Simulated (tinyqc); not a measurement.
Hot electrons in a saturated n-channel MOSFET, lucky-electron model: two steps of the calculation.

Beyond pinch-off the lateral field grows as Esat cosh(y/l) over the velocity-saturated region (pseudo-two-dimensional model). Impact ionisation in this region gives the substrate current, which biases the body forward through Rsub. Currents are per width. Local-field laws: they overstate ionisation when the field peak is narrower than an energy relaxation length.

Parameters, values chosen for the exercise; values close to those of silicon n-channel devices:
- L = 0.18 um (channel length)
- tox = 4.4 nm (oxide thickness)
- xj = 51 nm (junction depth)
- mu = 330 cm^2/(V s) (effective mobility)
- vs = 7.1e6 cm/s (saturation velocity)
- lm = 8.5 nm (hot-electron mean free path)
- pb = 3.2 V (oxide barrier)
- Cg = 0.001 (prefactor of the gate current)
- m = 3.1 (lifetime exponent)
- Hl = 5000 s uA/um (lifetime constant)

Constants: eps0 = 8.8541878128e-14 F/cm where lengths are in cm. Results are converted to the units shown.

Question 1. Length and field scales. Cox = 3.9 eps0/tox, l = sqrt(3 tox xj), Esat = 2 vs/mu.

Wanted: Cox; l; Esat; Esat L.

Answer 1.

Cox = 0.78480 uF/cm^2
l = 25.946 nm
Esat = 0.043030 MV/cm
Esat L = 0.77455 V

Question 2. Gate current, lifetime and channel shortening. Ig = Cg Id exp(-pb/(lm Em)); lifetime tau = (Hl/Id)(Isub/Id)^(-m); length of the saturated region dL = l ln[(dV/l + Em)/Esat]. 1 year = 3.15576e7 s.

Id = 172.58864 uA/um
dV = 1.2721311 V
Em = 0.49218229 MV/cm
Isub = 8.4163182 uA/um
l = 25.946098 nm
Esat = 0.043030303 MV/cm

Give: Isub/Id; Ig; tau; dL.

Answer 2.

Isub/Id = 0.048765
Ig = 82.241 pA/um
tau = 0.010708 years
dL = 81.164 nm

The lifetime misses ten years.

Program tinyqc, `OMP_NUM_THREADS=1 python tinyqc.py 2550065 2550066 out.jsonl`; Intel Xeon 2.30GHz, shared host, one thread, about 0.01 s.
